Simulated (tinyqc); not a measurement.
Worked calculation: one-electron ion in a basis of Gaussians. One step of it, computed by the program tinyqc.

Task: Generalised eigenproblem. Solve H C = S C e through S^(-1/2); each column has its largest component positive (the first on a tie).

H = T + V (hartree):
$$\begin{pmatrix}
-8.620930 & -9.743682 & -8.929414 \\
-9.743682 & -10.060656 & -11.674721 \\
-8.929414 & -11.674721 & 18.562327
\end{pmatrix}$$

S:
$$\begin{pmatrix}
1.000000 & 0.664288 & 0.260649 \\
0.664288 & 1.000000 & 0.664234 \\
0.260649 & 0.664234 & 1.000000
\end{pmatrix}$$

Give: eigenvalues of S; eigenvalues; coefficients.

Result:

eigenvalues of S: [0.1819, 0.7394, 2.0787]

eigenvalues (hartree): [-12.3137, 0.9781, 61.3703]

coefficients:
$$\begin{pmatrix}
0.4576 & 1.2416 & 0.4975 \\
0.5449 & -1.0620 & -1.3816 \\
0.1465 & -0.0958 & 1.4027
\end{pmatrix}$$

For Z = 5 and l = 0 the exact lowest level is -Z^2/(2 n^2) with n = l + 1: -12.500000 hartree.
